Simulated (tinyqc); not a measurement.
Classical nucleation, growth and JMAK kinetics of crystallisation from a melt or glass: one step, computed by the program tinyqc.

A spherical nucleus with a sharp interface of isotropic energy gamma; lambda = Omega^(1/3) is the jump distance.

Question. Fraction transformed and grain size. JMAK with steady nucleation and growth, nuclei spread at random: extended fraction X_e = (pi/3) I u^3 t^4, X = 1 - exp(-X_e); t_X = [-3 ln(1 - X)/(pi I u^3)]^(1/4); final grains per volume = Gamma(5/4) (3/pi)^(1/4) (I/u)^(3/4), Gamma(5/4) = 0.9064024771. Grain size = (grains per volume)^(-1/3).

Inputs (values chosen for the exercise, for a model substance): temperature T = 1068 K; time t = 4.2e-07 s.

Nucleation: homogeneous. Driving force: Turnbull (linear).

nucleation rate I = 8.323671e+14 1/(m^3 s)

growth velocity u = 2.085919e-06 m/s

Give: extended fraction; fraction X at t; half time t_0.5; grains per volume; grain size.

Answer.

extended fraction = 2.4617e-28

fraction X at t = 2.4617e-28

half time t_0.5 = 3.0595 s

grains per volume = 2.5297e+15 1/m^3

grain size = 7.3391 micrometre

t is 1.4e-7 half times: nearly nothing has crystallised.
